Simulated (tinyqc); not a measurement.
Conduction-band offset of an n-N heterojunction from carrier-profile moments: one step of the calculation.

Layer 1 (x < 0) accumulates electrons and layer 2 (x > 0) is depleted. Boltzmann statistics. The bands bend down by V1 in layer 1 and up by V2 in layer 2, with V1 + V2 = VD = dE + Vt ln[(N2/Nc2)/(N1/Nc1)].

Task. Division of the diffusion potential. Sheet densities from the first integral: Q1 = sqrt((2 eps0 eps_r Vt N1/q)(exp(u1) - u1 - 1)) extra electrons, Q2 = sqrt((2 eps0 eps_r Vt N2/q)(exp(-u2) + u2 - 1)) missing ones, u = V/Vt; neutrality Q1 = Q2 + si. Q1 - Q2 rises steadily with V1, so V1 follows by bisection.

Parameters, values chosen for the exercise; values of the order of III-V alloys: temperature T = 300 K; relative permittivity of both layers eps_r = 12.4; density of states of the narrow-gap layer 1 Nc1 = 3.1e17 cm^-3; density of states of the wide-gap layer 2 Nc2 = 6.3e17 cm^-3; conduction-band offset dE = 0.17 eV; donor density in layer 1 N1 = 6.5e15 cm^-3; donor density in layer 2 N2 = 3e16 cm^-3; fixed charge at the interface si = 0 cm^-2.

Constants: q = 1.602176634e-19 C, kB = 1.380649e-23 J/K, Vt = kB T/q, eps0 = 8.8541878128e-14 F/cm where lengths are in cm. Results are converted to the units shown.

Find: VD; V1; V2; Q1; n at x = 0-; n at x = 0+.

Result.

VD = 0.1912 V
V1 = 0.07717 V
V2 = 0.1140 V
Q1 = 1.908e11 cm^-2
n at x = 0- = 1.286e17 cm^-3
n at x = 0+ = 3.642e14 cm^-3

n drops across the interface by 353 = (Nc1/Nc2) exp(dE/Vt).

Computed by the program tinyqc: `OMP_NUM_THREADS=1 python tinyqc.py 2410044 2410045 out.jsonl`, one thread of a shared Intel Xeon 2.30GHz, about 0.08 s for the whole run.
